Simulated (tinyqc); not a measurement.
# Six-transistor SRAM cell, nodal equations and margins, step by step

Numbers from tinyqc (`OMP_NUM_THREADS=1 python tinyqc.py 2340156 2340157 out.jsonl`; about 0.2 s on one thread of a shared Intel Xeon 2.30GHz). Printed values are rounded.

Two cross-coupled inverters (pull-down bn, pull-up bp) hold the nodes Q and QB; access transistors (ba, threshold VTn, gate on the word line at Vdd when selected) join them to the bit lines. Transistor (EKV form, voltages against the body): I = 2 n b Vt^2 [F(vp - Vs) - F(vp - Vd)] from drain to source, F(v) = ln^2(1 + exp(v/(2 Vt))), vp = (Vg - VT + sg |Vd - Vs|)/n. n-channel bodies are at 0; for the p-channel device all voltages are counted down from Vdd. b in uA/V^2 gives I in uA. For an access transistor the bit line is the drain and the node the source. In a read both bit lines are at Vdd. The cell is symmetric (no mismatch).

Inputs (values chosen for the exercise):

| symbol | value | unit | meaning |
|---|---|---|---|
| T | 300 | K | temperature |
| Vdd | 0.4 | V | supply voltage |
| n | 1.38 |  | slope factor |
| sg | 0.097 |  | drain-induced barrier lowering |
| VTn | 0.4 | V | n-channel threshold |
| VTp | 0.28 | V | p-channel threshold (magnitude) |
| bn | 310 | uA/V^2 | gain factor of the pull-down transistor |
| ba | 160 | uA/V^2 | gain factor of the access transistor |
| bp | 140 | uA/V^2 | gain factor of the pull-up transistor |

Constants: q = 1.602176634e-19 C, kB = 1.380649e-23 J/K, Vt = kB T/q. Results are converted to the units shown.

## Iteration 1: node voltages in a read by Newton steps

(Q, QB) at the start (V): Q 0.000000, QB 0.400000

F1 = In(gate QB, drain Q) - Ip(gate QB, drain Q) - Ia(bit line, Q), F2 the same with Q and QB exchanged; J by central differences with +/- 1e-6 V; solve J d = -F, limit each component to +/- 0.15 V and add.

F1, F2 (uA): -0.296341  0.000023

J (uS):
```
          Q       QB
F1  15.4093   0.0080
F2   0.0006  15.6019
```

(Q, QB) after iteration 1 (V): Q 0.019231, QB 0.399998

## Iteration 2: node voltages in a read by Newton steps

As before.

F1, F2 (uA): -0.0531280  0.0000096

J (uS):
```
          Q       QB
F1  10.1543   2.1876
F2   0.0014  13.0952
```

(Q, QB) after iteration 2 (V): Q 0.024464, QB 0.399996

## Course of the iteration: node voltages in a read by Newton steps

Stop when the largest change of (Q, QB) is below 1e-9 V, or after 30 iterations. The rule counts as met only at the stable state with Q low.

Course of the iteration:
```
iteration      Q (V)  largest |change| of one entry (V)
1          0.0192313                             0.0192
2          0.0244636                            5.23e-3
3          0.0248052                            3.42e-4
4          0.0248066                            1.37e-6
5          0.0248066                           2.20e-11
```

Converged in 5 iterations. At the end the number of correct digits about doubles with each step.

## Read current and disturbance

(Q, QB) (V): Q 0.0248066, QB 0.399996

Iread = Ia(bit line at Vdd, source Q); cell ratio bn/ba; time to pull a bit line of 20 fF down by 0.1 V at that current.

Iread = 0.148108 uA
cell ratio = 1.93750
time = 13503.7 ps

The read lifts the low node to 24.8 mV, against a balance point of 241 mV.

## The largest square in the read butterfly

c, point 0 to 6 (V): 0.053  0.089  0.12  0.15  0.18  0.2  0.21

f(x) is the node voltage of one half-cell in a read for input x (In - Ip - Ia = 0). Static noise margin: side of the largest square between the curve (x, f(x)) and its mirror image (f(y), y); with h(c) the root x of f(x) - x = c, it is the maximum over c > 0 of h(c) - h(-c) + c.

```
point  h(c) (V)  h(-c) (V)  side (V)
0      0.235671   0.245796  0.042875
1      0.231770   0.250223  0.070547
2      0.227184   0.255941  0.091243
3      0.219904   0.264590  0.105313
4      0.206831   0.276888  0.109943
5      0.193636   0.286796  0.106840
6      0.185773   0.292136  0.103636
```

The maximum over c is 110.0 mV, the read margin; with the word line off (no Ia) the same construction gives 133.8 mV.
